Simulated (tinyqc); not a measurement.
From results back to parameters: mean-field antiferromagnet of the Hubbard model on the square lattice. Three cases, with inputs chosen for the exercise.

Problem. In the insulating state f(E-) = 1 and f(E+) = 0, so the gap equation is 1 = (U/2) mean 1/sqrt(e-^2 + Delta^2). Delta is given and U is hidden.

e(k) = -2 t (cx + cy) - 4 t2 cx cy, ci = cos ki; one electron a site; Q = (pi, pi). <n_up - n_dn> = m cos(Q.R) gives Delta = U m/2 and bands E = e+ -/+ sqrt(e-^2 + Delta^2), e+- = (e(k) +- e(k + Q))/2 (the constant U/2 is dropped). Means run over the mesh k_i = 2 pi (j + 1/2)/N of the whole zone: mu from mean(f(E-) + f(E+)) = 1; m(out) = mean of Delta (f(E-) - f(E+))/sqrt(e-^2 + Delta^2); free energy per site F = -kT mean[ln(1 + exp(-(E- - mu)/kT)) + ln(1 + exp(-(E+ - mu)/kT))] + mu + U m^2/4. Order at T > 0 in two dimensions is an artefact of mean field.

Case 1.

Classes of points:

| \|e-\| (eV) | e+ (eV) | points |
|---|---|---|
| 0.0000 | 0.0000 | 12 |
| 1.5069 | 0.0000 | 16 |
| 3.0138 | 0.0000 | 8 |

Delta = 3.66399 eV

Case 2.

Classes of points:

| \|e-\| (eV) | e+ (eV) | points |
|---|---|---|
| 0.0000 | 0.0000 | 16 |
| 0.4763 | 0.0000 | 16 |
| 0.6735 | 0.0000 | 8 |
| 1.1498 | 0.0000 | 16 |
| 1.6260 | 0.0000 | 8 |

Delta = 0.34917 eV

Case 3.

Classes of points:

| \|e-\| (eV) | e+ (eV) | points |
|---|---|---|
| 0.0000 | 0.0000 | 12 |
| 0.8833 | 0.0000 | 16 |
| 1.7667 | 0.0000 | 8 |

Delta = 2.71871 eV

Find: mean 1/sqrt(e-^2 + Delta^2); U; m.

Solution. Form the weighted mean over the classes; U = 2/mean and m = 2 Delta/U.

Case 1.

mean 1/sqrt(e-^2 + Delta^2) = 0.250 1/eV
U = 8.00 eV
m = 0.916

Case 2.

mean 1/sqrt(e-^2 + Delta^2) = 1.587 1/eV
U = 1.26 eV
m = 0.554

Case 3.

mean 1/sqrt(e-^2 + Delta^2) = 0.347 1/eV
U = 5.77 eV
m = 0.942

Computed by tinyqc, one run a case: `OMP_NUM_THREADS=1 python tinyqc.py N N+1 out.jsonl` with N = 1680542, 1680637, 1680674; one thread of a shared Intel(R) Xeon(R) Processor @ 2.30GHz, about 0.2 s a run at most.
